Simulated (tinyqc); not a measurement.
Magnetisation curve: two coupled magnetic layers: synthetic antiferromagnet, spin flop, exchange bias and magnetoresistance. Computed by tinyqc, a small Python program. Command: `OMP_NUM_THREADS=1 python tinyqc.py 3004807 3004808 out.jsonl saf walk`. One thread of a shared host (Intel(R) Xeon(R) Processor @ 2.30GHz), about 0.3 s of CPU time with the checks.

Moments lie in the plane at the angles p1, p2 from the field. Energy per area: E = J1 cos(p1 - p2) + J2 cos^2(p1 - p2) - B M_s (t1 cos p1 + t2 cos p2) + K (t1 cos^2 p1 + t2 cos^2 p2).

Inputs (values chosen for the exercise, for a model stack):
```
quantity                         value    unit
saturation magnetisation M_s      1170    kA/m
thickness t1                       2.9      nm
thickness t2                       2.9      nm
antiferromagnetic coupling J1     0.76  mJ/m^2
biquadratic coupling J2              0  mJ/m^2
in-plane anisotropy K             0.69  kJ/m^3
field over the saturation field   0.83       -
```

Field direction: along the hard axis.

Method. The parallel state is stable while the Hessian at p1 = p2 = 0 is positive: with c = J1 + 2 J2 and u = B M_s - 2K, (u t1 - c)(u t2 - c) > c^2, so B_sat M_s = c (1/t1 + 1/t2) + 2K. B_K = 2K/M_s. The lowest minimum of E over both angles (from five starts; of two mirror images the one with p1 >= 0, and for equal layers |p1| <= |p2|).

saturation field B_sat = 449.161 mT

Equilibrium states:
```
B/B_sat  B (mT)  p1 (degrees)  p2 (degrees)  m/m_sat
0.02       8.98        88.854       -88.854   0.0200
0.06      26.95        86.560       -86.560   0.0600
0.12      53.90        83.108       -83.108   0.1200
0.20      89.83        78.463       -78.463   0.2000
0.30     134.75        72.542       -72.542   0.3000
0.45     202.12        63.256       -63.256   0.4500
0.60     269.50        53.130       -53.130   0.6000
0.80     359.33        36.870       -36.870   0.8000
0.95     426.70        18.195       -18.195   0.9500
1.10     494.08         0.000         0.000   1.0000
```

What does the comparison show, and why?

From the first row the moments are canted and close at B_sat. The largest gap between m/m_sat and B/B_sat in the canted rows is 0.000.

Extremes, crossings and ranges named in words are read from the listed rows.
